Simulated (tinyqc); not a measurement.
Worked calculation: tunnelling through a thin dielectric with one trap, as a tight-binding chain. Values are carried at full precision from step to step, so a last printed digit may differ when a step is redone from the rounded ones.

Hopping -t everywhere, t = c/(m a^2), c = hbar^2/2m0; lead sites at 2t (band bottom 0), barrier sites 1 to N at 2t + phi, and site j has U besides. No voltage. Leads give S = -t exp(ika) on sites 1 and N, cos(ka) = 1 - E/(2t). T = (2 t sin(ka))^2 |G_1N|^2, G = (E - H - S)^-1. In the barrier cosh(q a) = 1 + (phi - E)/(2t).

Constants: hbar^2/2m0 = 3.80998211 eV angstrom^2; hbar = 6.58211957e-16 eV s.

Parameters, chosen for this exercise (barrier and mass of the size used for Si3N4 on silicon; not measured data): a = 2.5 angstrom (site spacing); m = 0.48 m0 (mass, the same in leads and barrier); phi = 2.15 eV (conduction edge of the barrier above that of the leads); U = -2.78 eV (extra energy on the trap site); E = 1.17 eV (electron energy); N = 7 (barrier sites); j = 3 (site of the trap).

## Scales

Form t, ka, q a, and the level of the trap in an endless barrier, Eb = phi + 2t - sqrt(4 t^2 + U^2).

t = 1.2700 eV
ka = 1.00111 rad
q a = 0.85240
Eb = 0.9244 eV

## The matrix E - H - S

Fill it in.

E - H - S (eV):
```
                 1        2        3        4        5        6
1  -2.8350+1.0694i   1.2700   0.0000   0.0000   0.0000   0.0000
2           1.2700  -3.5200   1.2700   0.0000   0.0000   0.0000
3           0.0000   1.2700  -0.7400   1.2700   0.0000   0.0000
4           0.0000   0.0000   1.2700  -3.5200   1.2700   0.0000
5           0.0000   0.0000   0.0000   1.2700  -3.5200   1.2700
6           0.0000   0.0000   0.0000   0.0000   1.2700  -3.5200
7           0.0000   0.0000   0.0000   0.0000   0.0000   1.2700

                 7
1           0.0000
2           0.0000
3           0.0000
4           0.0000
5           0.0000
6           1.2700
7  -2.8350+1.0694i
```

## Transmission

Invert the matrix; T = (2 t sin(ka))^2 |G_1N|^2.

first row of G (1/eV): -0.2819-0.09492i  0.07820+0.02550i  0.4986+0.1656i  0.2123+0.07098i  0.08990+0.03116i  0.03682+0.01539i  0.01217+0.01148i

T = 0.001280

Without the trap T is 2.39e-05: the trap changes it by a factor 53.5 at this energy.

## The resonance

Resonance: the lowest eigenvalue of H + S(E), iterated until its real part equals E (40 rounds from Eb = phi + 2t - sqrt(4t^2 + U^2), the level in an endless barrier). With v the normalised squared amplitudes of that state, Gamma_L = 2 t sin(ka) v_1, Gamma_R = 2 t sin(ka) v_N; Breit-Wigner T = Gamma_L Gamma_R/((E - Er)^2 + (Gamma_L + Gamma_R)^2/4).

Find Er, the two widths, the peak height 4 Gamma_L Gamma_R/(Gamma_L + Gamma_R)^2 and the escape time hbar/(Gamma_L + Gamma_R).

Er = 0.9250 eV

widths (meV): left 36.35, right 0.8244

peak height = 0.08674
escape time = 17.7 fs

squared amplitudes: 0.0185  0.1112  0.7392  0.1114  0.0168  0.0025  0.0004

The nearby leads move the level 0.7 meV above its value in an endless barrier. The trap is closer to the left lead, which takes 97.8 % of the escapes.

## Checks

- T at Er from the chain against the Breit-Wigner peak: both 0.0867.
- T without trap against the closed form for a lattice barrier: both 2.393e-05.

Run: tinyqc, `OMP_NUM_THREADS=1 python tinyqc.py 1450763 1450764 out.jsonl`; Intel(R) Xeon(R) Processor @ 2.30GHz, one thread, shared host; about 0.04 s of CPU time with all checks.
